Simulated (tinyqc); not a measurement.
Strain, valley repopulation and piezoresistance in a many-valley conduction band: one step, computed by the program tinyqc. Command: `OMP_NUM_THREADS=1 python tinyqc.py 3005657 3005658 out.jsonl valleys walk`. One thread of a shared host (Intel(R) Xeon(R) Processor @ 2.30GHz), about 0.02 s of CPU time with the checks.

Valleys are ellipsoids with mass m_l along the axis a and m_t across it, parabolic, with one constant relaxation time; strain shifts the valleys and leaves the masses alone. Currents are taken along [110], along the load, and along [001], across the load.

Problem. Strain. Compliances S11 = (C11 + C12)/((C11 - C12)(C11 + 2 C12)), S12 = -C12/((C11 - C12)(C11 + 2 C12)), S44 = 1/C44; stress sigma_ij = X n_i n_j for the unit vector n of the load; e_xx = S11 sigma_xx + S12 (sigma_yy + sigma_zz), e_xy = S44 sigma_xy/2 (tensor strain).

Inputs (values chosen for the exercise, modelled on silicon): C11 = 167 GPa; C12 = 64.4 GPa; C44 = 79.6 GPa; stress X (tension positive) = 1400 MPa.

Valley axes: <100> (6 valleys in 3 pairs). Load: uniaxial [110].

Give: strain tensor.

Solution.

strain tensor (%), rows x, y, z:
$$\begin{pmatrix}
0.3852 & 0.4397 & 0.0000 \\
0.4397 & 0.3852 & 0.0000 \\
0.0000 & 0.0000 & -0.2971
\end{pmatrix}$$

Caution: shear strain also changes the transverse masses of <100> valleys, which this model leaves out.
